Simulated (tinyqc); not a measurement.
Vacuum evaporation: vapour pressure, source flux, thickness distribution, purity and step coverage: one step, computed by the program tinyqc. Command: `OMP_NUM_THREADS=1 python tinyqc.py 3111076 3111077 out.jsonl evap walk`. One thread of a shared host (Intel(R) Xeon(R) Processor @ 2.30GHz), about 0.01 s of CPU time with the checks.

Molecular flow, unit sticking of the metal, no re-evaporation. The background gas is taken as water vapour (18.015 g/mol, collision diameter 0.37 nm) at 300 K.

Problem. Scattering and purity. Mean free path lambda = k_B T_g/(sqrt2 pi d^2 p); unscattered share exp(-h/lambda); gas arrival p/sqrt(2 pi m_g k_B T_g); impurity ratio = sticking x gas arrival/metal arrival; monolayer time = 1e15 cm^-2/(sticking x gas arrival).

Inputs (values chosen for the exercise, modelled on indium, with constants for the liquid):

| quantity | value | unit |
|---|---|---|
| source temperature T | 1190 | K |
| source-to-wafer distance h | 41 | cm |
| background pressure p | 3e-05 | Pa |
| sticking of background gas | 0.08 | - |

arrival rate at the centre = 4.971400e+13 1/(cm^2 s)

Constants: k_B = 1.380649e-23 J/K; u = 1.6605390666e-27 kg.

Give: mean free path; unscattered share; gas arrival rate; impurity ratio; monolayer time.

Solution.

mean free path = 227.0 m

unscattered share = 0.9982

gas arrival rate = 1.075e+14 1/(cm^2 s)

impurity ratio = 0.1730

monolayer time = 116.3 s

The gas that sticks amounts to more than a tenth of the metal, although few metal atoms scatter on the way: purity, not the free path, sets the vacuum needed.
